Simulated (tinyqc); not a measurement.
Deep trap from a strong local potential in a two-band host (Koster-Slater model with semi-elliptic bands). Changing the impurity potential U. Computed by tinyqc, a small Python program. Command: `OMP_NUM_THREADS=1 python tinyqc.py 3022868 3022869 out.jsonl deeptrap sweep`. One thread of a shared host (Intel(R) Xeon(R) Processor @ 2.30GHz), about 0.02 s of CPU time with the checks.

The valence band spans -2 W_v to 0 and the conduction band E_g to E_g + 2 W_c. The orbital at the impurity site has weight f_v in the valence band and 1 - f_v in the conduction band, each spread as a semi-ellipse (2/(pi W^2)) sqrt(W^2 - x^2) about the band centre. The impurity adds U to this orbital. Spin is left out.

Inputs (values chosen for the exercise, for a model semiconductor):

| quantity | value | unit |
|---|---|---|
| gap E_g | 6.62 | eV |
| half-width of the valence band W_v | 3.6 | eV |
| half-width of the conduction band W_c | 3.1 | eV |
| valence weight f_v of the site orbital | 0.52 | - |

Impurity: repulsive, acceptor-like.

Method. In the gap G(E) = f_v (2/W_v^2)[x - sqrt(x^2 - W_v^2)] - (1 - f_v)(2/W_c^2)[y - sqrt(y^2 - W_c^2)], x = E + W_v, y = E_g + W_c - E. The trap level solves G(E) = 1/U (bisection). With D = -dG/dE = D_v + D_c, D_v = f_v (2/W_v^2)[x/sqrt(x^2 - W_v^2) - 1] and D_c = (1 - f_v)(2/W_c^2)[y/sqrt(y^2 - W_c^2) - 1], the weight on the impurity orbital is 1/(U^2 D) and the conduction-band character is D_c/D.

One run for each value:

| impurity potential U (eV) | trap level E_t (eV) | weight on the impurity orbital | conduction-band character |
|---|---|---|---|
| 5.9 | 0.1303 | 0.12396 | 0.02446 |
| 9.1 | 0.5915 | 0.14594 | 0.07628 |
| 14.0 | 1.2133 | 0.10624 | 0.15361 |
| 21.0 | 1.7890 | 0.06260 | 0.23834 |
| 33.0 | 2.3083 | 0.02959 | 0.32482 |
| 51.0 | 2.6650 | 0.01321 | 0.38848 |
| 78.0 | 2.9013 | 0.00579 | 0.43197 |
| 120.0 | 3.0603 | 0.00247 | 0.46157 |

Over the rows, trap level E_t (eV) rises from 0.130 to 3.06 (exponent d ln y / d ln x 3.5 between the first rows and 0.12 between the last); weight on the impurity orbital goes from 0.124 through a maximum among these rows, 0.146 at 9.10, to 0.00247; conduction-band character rises from 0.0245 to 0.462 (exponent d ln y / d ln x 2.6 between the first rows and 0.15 between the last). At the high end the exponent of weight on the impurity orbital is -1.98, close to -2: in the vacancy limit the weight falls as 1/U^2.  Left out: 2.50, 3.80 (the potential is below the binding threshold).

Extremes, crossings and ranges named in words are read from the listed rows.
